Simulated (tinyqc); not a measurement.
Inside a calculation. Method: coherent transport through a tight-binding region between two chains. Computed by tinyqc, a small Python program that keeps every step. Settings: temperature = 77, mu = -0.4. Command: `OMP_NUM_THREADS=1 python tinyqc.py 26622 26623 out.jsonl` (the two numbers bound the seeds that draw the settings). One thread of a shared host (Intel(R) Xeon(R) Processor @ 2.60GHz), about 0.09 s of CPU time with the checks.

## Transmission at E = 0.53 eV

H of the central region (eV):
$$\begin{pmatrix}
-0.670000 & -0.780000 & 0.000000 \\
-0.780000 & -0.930000 & -0.780000 \\
0.000000 & -0.780000 & 0.540000
\end{pmatrix}$$

Leads: semi-infinite chains with site energy 0:
```
parameter                           value
lead hopping t (eV)              1.140000
coupling to the left lead (eV)   0.920000
coupling to the right lead (eV)  0.890000
left contact site                       1
right contact site                      3
```

E = 0.530000 eV

Surface Green function g = (E - i sqrt(4 t^2 - E^2)) / (2 t^2); self-energy tc^2 g on each contact site; G = (E - H - Sigma)^(-1); Gamma = -2 Im Sigma; T = Gamma_L Gamma_R |G_LR|^2; local density of states -Im G_ii / pi.

g = 0.203909-0.853164i 1/eV

G (1/eV):
$$\begin{pmatrix}
0.568294-0.668685i & -0.085566+0.354666i & -0.408132+0.004824i \\
-0.085566+0.354666i & 0.441054-0.387947i & 0.542055+0.371492i \\
-0.408132+0.004824i & 0.542055+0.371492i & -0.606483-0.700180i
\end{pmatrix}$$

local density of states (1/eV): [0.212849, 0.123487, 0.222874]

transmission = 0.325194

## Transmission across the band

The same steps on a grid of energies.

T(E):
```
E (eV)              T
-2.16600000  0.232304
-1.94940000  0.434575
-1.73280000  0.407795
-1.51620000  0.406304
-1.29960000  0.441677
-1.08300000  0.508127
-0.86640000  0.593149
-0.64980000  0.664723
-0.43320000  0.677606
-0.21660000  0.618074
0.00000000   0.521443
0.21660000   0.427515
0.43320000   0.352496
0.64980000   0.295577
0.86640000   0.248921
1.08300000   0.201989
1.29960000   0.146819
1.51620000   0.088484
1.73280000   0.042688
1.94940000   0.016010
2.16600000   0.003355
```

levels of the isolated region (eV): [-1.755512, -0.250287, 0.945798]

## Current

I = (2e/h) int T(E) [f(E - mu - V/2) - f(E - mu + V/2)] dE at 77 K with mu = -0.4 eV, the bias not changing H; 2e^2/h = 77.48092 microsiemens; the integral runs over the band on 4001 points.

Current:
```
V (volt)  I (microampere)
0.010000         0.521141
0.050000         2.605093
0.100000         5.206373
0.200000        10.382489
0.400000        20.530356
0.800000        39.391846
```
